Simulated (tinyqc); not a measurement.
Inside a calculation. Method: FCI on RHF in the 6-31g basis, for He, spin multiplicity 1. One step of it, computed by the program tinyqc.

Question. Iteration 4 (converged): orbitals. Diagonalise F' = X^T F X, C = X C', fill 1 alpha and 1 beta electrons from the bottom; D = 2 C_occ C_occ^T. Each column has its largest component positive (the first on a tie).

converged F (hartree):
```
           1He 1s     1He 2s
1He 1s  -0.549218  -1.000372
1He 2s  -1.000372  -0.429150
```

X:
```
           1He 1s     1He 2s
1He 1s   1.217774  -0.435508
1He 2s  -0.435508   1.217774
```

Give: F' = X^T F X; orbital energies; coefficients C; D after iteration 4.

Answer.

F' = X^T F X (hartree):
```
         1        2
1   0.1652  -1.1544
2  -1.1544   0.3205
```

orbital energies (hartree): MO1 -0.9141, MO2 1.3999

coefficients C:
```
           MO1      MO2
1He 1s  0.5921  -1.1498
1He 2s  0.5136   1.1870
```

D after iteration 4:
```
        1He 1s  1He 2s
1He 1s  0.7011  0.6082
1He 2s  0.6082  0.5275
```
